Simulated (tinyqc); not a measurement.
Worked calculation: one-electron ion in a basis of Gaussians. One step of it, computed by the program tinyqc.

Task: Generalised eigenproblem. Solve H C = S C e through S^(-1/2); each column has its largest component positive (the first on a tie).

H = T + V (hartree):
```
[[-6.077210, -6.761187, -6.898926, -6.144943, -4.987501, -3.862489, -2.924542],
 [-6.761187, -6.412972, -6.773113, -9.104312, -9.589442, -8.421927, -6.776759],
 [-6.898926, -6.773113, 3.979725, 6.294549, -4.914860, -12.029807, -13.066800],
 [-6.144943, -9.104312, 6.294549, 59.795616, 73.980224, 30.239481, -3.592717],
 [-4.987501, -9.589442, -4.914860, 73.980224, 284.863018, 344.028682, 186.410651],
 [-3.862489, -8.421927, -12.029807, 30.239481, 344.028682, 1107.959212, 1327.421930],
 [-2.924542, -6.776759, -13.066800, -3.592717, 186.410651, 1327.421930, 3987.532127]]
```

S:
```
[[1.000000, 0.772583, 0.406936, 0.179885, 0.074803, 0.030505, 0.012371],
 [0.772583, 1.000000, 0.772661, 0.406917, 0.179904, 0.074796, 0.030510],
 [0.406936, 0.772661, 1.000000, 0.772560, 0.406892, 0.179854, 0.074794],
 [0.179885, 0.406917, 0.772560, 1.000000, 0.772630, 0.406876, 0.179892],
 [0.074803, 0.179904, 0.406892, 0.772630, 1.000000, 0.772540, 0.406893],
 [0.030505, 0.074796, 0.179854, 0.406876, 0.772540, 1.000000, 0.772652],
 [0.012371, 0.030510, 0.074794, 0.179892, 0.406893, 0.772652, 1.000000]]
```

Give: eigenvalues of S; eigenvalues; coefficients.

Result:

eigenvalues of S: [0.025, 0.067, 0.176, 0.436, 0.992, 2.003, 3.300]

eigenvalues (hartree): [-7.996, 1.903, 32.824, 152.585, 583.999, 2108.811, 7687.361]

coefficients:
```
[[0.515, 1.506, -0.876, 0.402, -0.193, 0.096, -0.048],
 [0.429, -1.436, 2.251, -1.298, 0.632, -0.312, 0.154],
 [0.144, 0.044, -1.993, 2.418, -1.401, 0.696, -0.341],
 [0.035, -0.083, 0.228, -2.185, 2.418, -1.393, 0.684],
 [0.008, 0.005, -0.091, 0.325, -2.239, 2.352, -1.318],
 [0.002, -0.004, 0.014, -0.088, 0.352, -2.174, 2.159],
 [0.001, 0.000, -0.004, 0.012, -0.067, 0.261, -1.855]]
```

For Z = 4 and l = 0 the exact lowest level is -Z^2/(2 n^2) with n = l + 1: -8.000000 hartree.
